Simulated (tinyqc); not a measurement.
Gap voltage and exponent from three temperatures.

Inverse problem. At constant current VBE(T) = Vg0 - a T - eta (kB T/q) ln T, where a is a constant. Find Vg0, eta and dVBE/dT at the middle temperature.

Constants: q = 1.602176634e-19 C, kB = 1.380649e-23 J/K. Results are converted to the units shown.

T (K): 273  300  330
VBE at a constant current (V): 0.6986837632  0.6454088899  0.5854056086

Answer. The relation is linear in Vg0, a and eta, so three points give a linear system; the slope is (VBE - Vg0 - eta kB T/q)/T. eta rests on the curvature of VBE(T) alone, so real fits need accuracy of some tens of microvolts or better.

Vg0 = 1.16 V
eta = 3.30
dVBE/dT = -1.99 mV/K

Numbers from tinyqc (`OMP_NUM_THREADS=1 python tinyqc.py 2062079 2062080 out.jsonl`; about 0.02 s on one thread of a shared Intel Xeon 2.30GHz).
